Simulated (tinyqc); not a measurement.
Electron continuity equation in a given potential, Scharfetter-Gummel discretisation: three discretisations compared.

Steady state in one dimension: J = q mu n E + q D dn/dx with E = -dpsi/dx and D = mu Vt, dJ/dx = 0, fixed densities nL and nR at the ends. The potential is given, psi = U (x/L)^2, and is not changed by the electrons.

10 equal intervals. Fluxes J_i = (q D/h)(n_(i+1) P_i - n_i Q_i), d_i = (psi_(i+1) - psi_i)/Vt: Scharfetter-Gummel P = B(d), Q = B(-d), B(d) = d/(exp(d) - 1); central P = 1 - d/2, Q = 1 + d/2; upwind P = 1 + max(-d, 0), Q = 1 + max(d, 0). Balance at each inner node: J_i - J_(i-1) = 0. The reference is Scharfetter-Gummel on 2000 intervals.

Parameters, values chosen for the exercise; mobility close to that of In0.53Ga0.47As at room temperature: temperature T = 300 K; electron mobility mu = 11200 cm^2/(V s); length of the region L = 0.18 um; density at x = 0 nL = 2e12 cm^-3; density at x = L nR = 3.4e13 cm^-3; potential difference psi(L) - psi(0) U = -0.21 V.

Constants: q = 1.602176634e-19 C, kB = 1.380649e-23 J/K, Vt = kB T/q. Results are converted to the units shown.

Densities (cm^-3):

| node | Scharfetter-Gummel | central | upwind | reference |
|---|---|---|---|---|
| 0 | 2.000e12 | 2.000e12 | 2.000e12 | 2.000e12 |
| 1 | 5.033e13 | 5.125e13 | 4.558e13 | 5.031e13 |
| 2 | 8.425e13 | 8.594e13 | 7.467e13 | 8.422e13 |
| 3 | 9.762e13 | 9.966e13 | 8.673e13 | 9.758e13 |
| 4 | 9.379e13 | 9.556e13 | 8.543e13 | 9.375e13 |
| 5 | 8.096e13 | 8.205e13 | 7.667e13 | 8.093e13 |
| 6 | 6.651e13 | 6.691e13 | 6.546e13 | 6.649e13 |
| 7 | 5.431e13 | 5.431e13 | 5.484e13 | 5.430e13 |
| 8 | 4.524e13 | 4.513e13 | 4.603e13 | 4.523e13 |
| 9 | 3.874e13 | 3.867e13 | 3.919e13 | 3.874e13 |
| 10 | 3.400e13 | 3.400e13 | 3.400e13 | 3.400e13 |

What does the comparison show?

Largest errors as a share of the largest reference density listed: Scharfetter-Gummel 0.045 %, central 2.1 %, upwind 11 %. The largest |d| is 1.54. Upwinding stays positive but acts as if D were larger by the factor 1 + |d|/2, up to 1.77 here.

Range of the model: The drift velocity mu E exceeds 1e7 cm/s somewhere, where real mobilities no longer stay constant.

Numbers from tinyqc (`OMP_NUM_THREADS=1 python tinyqc.py 2220028 2220029 out.jsonl`; about 0.01 s on one thread of a shared Intel Xeon 2.30GHz).
